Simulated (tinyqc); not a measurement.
Gate voltage for a given inversion charge.

Problem. p-type body, charge-sheet picture, depletion and inversion only, full ionisation (an idealisation for deep acceptors), Boltzmann statistics (rough once Na exp(x - xn) passes about Nc/7). In units of Vt: xg = (Vg - Vfb)/Vt, x = psi/Vt, G = gamma/sqrt(Vt), xn = (2 phiF + Vc)/Vt. The implicit equation is (xg - x)^2 = G^2 [x - 1 + exp(x - xn)] for x above about 3. Cox = eps0 eox/tox. ni = sqrt(Nc Nv) exp(-Eg/(2 Vt)), Eg in volts; phiF = Vt ln(Na/ni); gamma = sqrt(2 q eps0 eps_r Na)/Cox. N_inv = (Cox Vt G/q) [sqrt(x - 1 + exp(x - xn)) - sqrt(x - 1)]. Find x - xn, psi and Vg.

Values chosen for this exercise; band and dielectric values close to those of silicon:
```
symbol    value   unit                                                                 meaning
T           300      K                                                             temperature
Eg         1.12     eV                                                                band gap
eps_r      11.9                                                          relative permittivity
Nc      2.81e19  cm^-3                                  conduction-band density of states at T
Nv      2.68e19  cm^-3                                     valence-band density of states at T
eox         3.9         relative permittivity of the gate insulator (close to silicon dioxide)
tox         4.5     nm                                                     insulator thickness
Na       1.8e18  cm^-3                                                        acceptor density
Vfb       -0.72      V                                                       flat-band voltage
Vc            0      V                                                    channel-body voltage
```

Constants: q = 1.602176634e-19 C, kB = 1.380649e-23 J/K, Vt = kB T/q, eps0 = 8.8541878128e-14 F/cm where lengths are in cm. Results are converted to the units shown.

N_inv = 4e10 cm^-2

Solution. N_inv rises steadily with x, so it fixes x; the implicit equation then gives xg directly.

x - xn = -0.4788
psi = 0.9668 V
Vg = 1.241 V

tinyqc, about 0.01 s, one thread, Intel Xeon 2.30GHz (shared host): `OMP_NUM_THREADS=1 python tinyqc.py 2122114 2122115 out.jsonl`
